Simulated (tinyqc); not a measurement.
CCSD on RHF in the sto-3g basis, for H2, spin multiplicity 1, step by step. One step of it, computed by the program tinyqc.

Question. Integrals over molecular orbitals. (pq|rs) = sum C_ip C_jq C_kr C_ls (ij|kl), one index at a time.

coefficients C:
```
,MO1,MO2
1H 1s,0.561451,1.099177
2H 1s,0.561451,-1.099177
```

core Hamiltonian H = T + V (hartree):
```
,1H 1s,2H 1s
1H 1s,-1.052468,-0.830709
2H 1s,-0.830709,-1.052468
```

Two-electron integrals (ij|kl) in chemists' order, unique and non-zero (hartree):
```
i,j,k,l,(ij|kl)
1,1,1,1,0.774606
2,1,1,1,0.381802
2,1,2,1,0.228277
2,2,1,1,0.528055
2,2,2,1,0.381802
2,2,2,2,0.774606
```

Give: one-electron integrals over orbitals h = C^T H C; Two-electron integrals over orbitals.

Answer.

one-electron integrals over orbitals h = C^T H C (hartree):
```
,1,2
1,-1.187,0.000
2,0.000,-0.536
```

Two-electron integrals over orbitals (pq|rs), unique and non-zero (hartree):
```
p,q,r,s,(pq|rs)
1,1,1,1,0.653
2,1,2,1,0.188
2,2,1,1,0.644
2,2,2,2,0.677
```
